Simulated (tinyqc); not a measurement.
Gas flow in a process chamber: flow regimes, conductance, effective pumping speed, pump-down, outgassing and purge: one step, computed by the program tinyqc.

Ideal gas, isothermal flow, a pump of constant speed at the end of a round pipe; process gas, volume gas and outgassing are given the same properties. 1 sccm = 101325 Pa x 1e-6 m^3/60 s x T/273.15 K.

Problem. Time to base pressure. From the outgassing limit: t = 1 h x (q_1 A/(S_eff p_target))^(1/n) - 10 s; monolayer time at the target = 1e19 m^-2 x 4 k_B T/(p c) for unit sticking.

Inputs (values chosen for the exercise, modelled on oxygen near room temperature):

| quantity | value | unit |
|---|---|---|
| temperature T | 350 | K |
| wall area | 4.6 | m^2 |
| outgassing rate after 1 h | 8.8e-06 | Pa m^3/(s m^2) |
| outgassing exponent n | 1 | - |
| target base pressure | 7e-06 | Pa |

S_eff in molecular flow = 53.76781 L/s

mean speed c = 481.2228 m/s

Constants: k_B = 1.380649e-23 J/K.

Give: time to the target; monolayer time.

Solution.

time to the target = 107.5 h

monolayer time = 57.38 s

Caution: beyond some 100 h the power law gives way to slower sources such as permeation and bulk diffusion; baking is the usual remedy.
